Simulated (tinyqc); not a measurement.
Epitaxial growth on a vicinal surface: Burton-Cabrera-Frank step flow, step-edge barrier and island nucleation: one step, computed by the program tinyqc.

Adatoms land at rate F, hop on a square grid (a simplification for hexagonal faces), desorb, or join steps. Lengths are in units of a and n is the adatom coverage. Steps ascend at x = 0 and descend at x = l.

Question. Step flow or islands. Island density on a flat surface without desorption: N = 0.25 (F/D)^(i/(i+2)) exp(E_i/((i+2) k_B T)) per site, with E_i = 0 for i = 1; spacing l_n = N^(-1/2). Step flow needs an effective width l_eff = 2 x(peak) below l_n. Temperatures in kelvin are T(C) + 273.15.

Inputs (values chosen for the exercise, close to those used for Ge(001)):
```
quantity,value,unit
deposition rate F,0.27,layers/s
temperature T,580,C
critical nucleus size i,3,-
binding energy of the critical nucleus E_i,0.73,eV
```

D = 6.312174e+08 a^2/s

position of the peak = 4.380165 a

Constants: k_B = 8.617333262e-05 eV/K.

Give: island density N on a flat surface; island spacing l_n; ratio l_eff/l_n.

Answer.

island density N on a flat surface = 4.356e-06 per site

island spacing l_n = 479.1 a

ratio l_eff/l_n = 0.01828

Steps capture adatoms before they meet: step flow. Caution: terraces under ten sites wide are at the edge of a continuum description. Caution: the prefactor 0.25 and the criterion are estimates, good to a factor of about two in length.
